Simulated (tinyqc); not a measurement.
Inside a calculation. Method: geometry optimisation on the UHF/3-21g surface (energies and gradients from PySCF), for H2, spin multiplicity 3. The optimisation ends on separated fragments, where the gradient is small because the surface is flat. One step of it, computed by the program tinyqc.

Question. Step 1: move. Quasi-Newton step p = -H^(-1) g (first H = 0.15 times the unit matrix); steps longer than 0.3 bohr are cut back (factor 0.124 here).

positions at the start (bohr):
```
,x,y,z
1H,0.000000,0.000000,0.000000
2H,0.000000,0.000000,1.547686
```

gradient (hartree/bohr):
```
,x,y,z
1H,0.00000000,0.00000000,0.25719359
2H,0.00000000,0.00000000,-0.25719359
```

Give: positions after step 1.

Answer.

positions after step 1 (bohr):
```
,x,y,z
1H,0.000,0.000,-0.212
2H,0.000,0.000,1.760
```
